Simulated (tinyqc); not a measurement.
What each parameter does: type-II superlattice in the two-band Kane model.

Motion along the axis, period d = a + b, c = hbar^2/2m0. Conduction and light-hole bands couple: (E - Ec)(E - Ev) = Ep c k^2 in each layer, with mass m(E) = (E - Ev)/Ep, which may be negative. The conduction envelope psi and psi'/m(E) are continuous; a layer carries them by [[cos kt, (m/k) sin kt], [-(k/m) sin kt, cos kt]] (cosh and sinh for k^2 < 0), and cos(q d) = tr(M_B M_A)/2. C1 is the first miniband above EvB, with its bottom at tr/2 = +1 and its top at -1; the gap is the bottom of C1 less the top heavy-hole level HH1.

Heavy holes are uncoupled: with e = EvB - E, p = sqrt(mhB e/c), w = sqrt(mhA (EvB - EvA - e)/c), the top level HH1 at q = 0 solves (p/mhB) tan(p b/2) = (w/mhA) tanh(w a/2).

Constants: hbar^2/2m0 = 3.80998211 eV angstrom^2.

Parameters, chosen for this exercise (near those of an InAs/GaSb superlattice; shifted at random, so the results belong to these values and not to a real crystal): a = 49 angstrom (layer A); b = 47 angstrom (layer B); EcA = 0 eV (conduction edge of A); EvA = -0.422 eV (valence edge of A); EcB = 0.923 eV (conduction edge of B); EvB = 0.114 eV (valence edge of B); EpA = 14.5 eV (coupling energy in A); EpB = 18.1 eV (coupling energy in B); mhA = 0.34 m0 (heavy hole in A); mhB = 0.28 m0 (heavy hole in B).

Bottom and width of C1, HH1 and the gap.

Results for these values:

| case | C1 (eV) | width (meV) | HH1 (eV) | gap (meV) |
|---|---|---|---|---|
| base | 0.2256 | 34.7 | 0.0743 | 151.3 |

What happens to each result for EvB = 0.094 eV, all else kept?

Answer: C1 falls from 0.2256 to 0.2240; width falls from 34.7 to 32.4; HH1 falls from 0.0743 to 0.0546; gap rises from 151.3 to 169.3.

The same for each parameter in turn:

| case | C1 (eV) | width (meV) | HH1 (eV) | gap (meV) |
|---|---|---|---|---|
| base | 0.2256 | 34.7 | 0.0743 | 151.3 |
| a = 46 angstrom | 0.2420 | 36.4 | 0.0743 | 167.7 |
| b = 50 angstrom | 0.2280 | 30.9 | 0.0781 | 149.9 |
| EvB = 0.094 eV | 0.2240 | 32.4 | 0.0546 | 169.3 |
| EcB = 0.973 eV | 0.2290 | 31.8 | 0.0743 | 154.7 |
| EvA = -0.452 eV | 0.2212 | 33.8 | 0.0739 | 147.2 |
| EpA = 15.7 eV | 0.2334 | 36.7 | 0.0743 | 159.0 |
| mhB = 0.32 m0 | 0.2256 | 34.7 | 0.0776 | 148.0 |

tinyqc: `OMP_NUM_THREADS=1 python tinyqc.py 1250334 1250335 out.jsonl`; about 0.8 s, one thread, shared Intel(R) Xeon(R) Processor @ 2.30GHz.
